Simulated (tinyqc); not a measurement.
Worked calculation: Hueckel theory of the pi electrons with the omega technique, for the molecule O=C1C=CC(=O)C=C1 (SMILES; centres numbered as the heavy atoms are written). One step of it, computed by the program tinyqc.

Problem. Energy, charges, bond orders. E = sum n x; q_r = z_r - P_rr; bond order p = P_rs; free valence = sqrt(3) - sum of p over the bonds of the atom.

final x values: [2.324196, 1.822297, 1.036693, 0.890322, 0.202899, -0.963307, -1.251211, -2.061888]

occupations: [2.000000, 2.000000, 2.000000, 2.000000, 0.000000, 0.000000, 0.000000, 0.000000]

final P, order 1O, 2C, 3C, 4C, 5C, 6O, 7C, 8C:
$$\begin{pmatrix}
1.298147 & 0.741664 & 0.028380 & -0.289584 & -0.144055 & 0.413476 & -0.289584 & 0.028380 \\
0.741664 & 0.824164 & 0.429819 & 0.111480 & -0.062604 & -0.144055 & 0.111480 & 0.429819 \\
0.028380 & 0.429819 & 0.938844 & 0.824564 & 0.111480 & -0.289584 & -0.175436 & -0.061156 \\
-0.289584 & 0.111480 & 0.824564 & 0.938844 & 0.429819 & 0.028380 & -0.061156 & -0.175436 \\
-0.144055 & -0.062604 & 0.111480 & 0.429819 & 0.824164 & 0.741664 & 0.429819 & 0.111480 \\
0.413476 & -0.144055 & -0.289584 & 0.028380 & 0.741664 & 1.298147 & 0.028380 & -0.289584 \\
-0.289584 & 0.111480 & -0.175436 & -0.061156 & 0.429819 & 0.028380 & 0.938844 & 0.824564 \\
0.028380 & 0.429819 & -0.061156 & -0.175436 & 0.111480 & -0.289584 & 0.824564 & 0.938844
\end{pmatrix}$$

Centres:
```
centre  z_r, pi electrons of the neutral centre         h
1O                                            1  1.000000
2C                                            1  0.000000
3C                                            1  0.000000
4C                                            1  0.000000
5C                                            1  0.000000
6O                                            1  1.000000
7C                                            1  0.000000
8C                                            1  0.000000
```

Bonds:
```
i  j         k
1  2  1.000000
2  3         1
3  4         1
4  5         1
5  6         1
5  7         1
7  8         1
8  2         1
```

Give: pi energy = 8 alpha + this times beta; pi charges; Bond orders and lengths from R = 1.517 - 0.180 p; free valence of the carbons; gap between the highest filled and the next level.

Solution.

pi energy = 8 alpha + this times beta = 12.1470

pi charges: 1O -0.2981, 2C 0.1758, 3C 0.0612, 4C 0.0612, 5C 0.1758, 6O -0.2981, 7C 0.0612, 8C 0.0612

Bond orders and lengths from R = 1.517 - 0.180 p (angstrom, C-C alone):
```
bond       p       R
1-2   0.7417       -
2-3   0.4298  1.4396
3-4   0.8246  1.3686
4-5   0.4298  1.4396
5-6   0.7417       -
5-7   0.4298  1.4396
7-8   0.8246  1.3686
8-2   0.4298  1.4396
```

free valence of the carbons: 2C 0.1307, 3C 0.4777, 4C 0.4777, 5C 0.1307, 7C 0.4777, 8C 0.4777

gap between the highest filled and the next level = 0.6874 |beta|
